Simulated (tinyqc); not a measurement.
Strained alloy layer of InP and GaP on (001) GaAs, model-solid band line-up: one step of the calculation.

The layer is x parts of the first compound and 1 - x of the second, grown coherently on the third as substrate and barrier. Rows of the table: lattice constant a, average valence level Ea on an absolute scale, spin-orbit splitting so, gaps at Gamma, X and L, hydrostatic deformation potentials av and ac (Gamma), shear potential b, elastic constants, electron and heavy-hole (along z) masses. All are interpolated linearly in x; gaps get -C x (1 - x), taken wholly in the conduction band; real line-ups can differ from this model by 0.1 eV or more.

Question. Critical thickness. In-plane strain e = (a_substrate - a)/a. Matthews-Blakeslee for 60-degree dislocations in a single layer: hc = k (ln(hc/bv) + 1), k = bv (1 - nu/4)/(4 pi |e| (1 + nu)), nu = c12/(c11 + c12), bv = a/sqrt(2); the larger root.

Inputs (values chosen for the exercise):
```
symbol,value,unit,meaning
x,0.58,,fraction of the first compound in the layer
CG,0.65,eV,bowing of the Gamma gap
CX,0.2,eV,bowing of the X gap
CL,1.03,eV,bowing of the L gap
Lw,10.3,nm,layer thickness
```

Binary compounds, values chosen for the exercise:
```
,close to InP,close to GaP,close to GaAs
a (angstrom),5.869,5.451,5.653
Ea (eV),-7.04,-7.4,-6.92
so (eV),0.11,0.0792,0.344
EG (eV),1.36,2.77,1.43
EX (eV),2.2,2.29,1.92
EL (eV),1.95,2.6,1.69
av (eV),1.29,1.71,1.17
ac (eV),-5.08,-7.16,-7.15
b (eV),-1.71,-1.81,-1.71
c11 (GPa),99.6,139,119
c12 (GPa),56,62.5,54
me (m0),0.0801,0.131,0.0668
mh (m0),0.537,0.326,0.345
```

Find: nu; bv; hc.

Answer.

nu = 0.3358
bv = 0.4026 nm
hc = 14.09 nm

The layer, Lw = 10.3 nm, is thinner than hc, so it stays coherent by this criterion.

Program tinyqc, `OMP_NUM_THREADS=1 python tinyqc.py 2690010 2690011 out.jsonl`; Intel Xeon 2.30GHz, shared host, one thread, about 0.01 s.
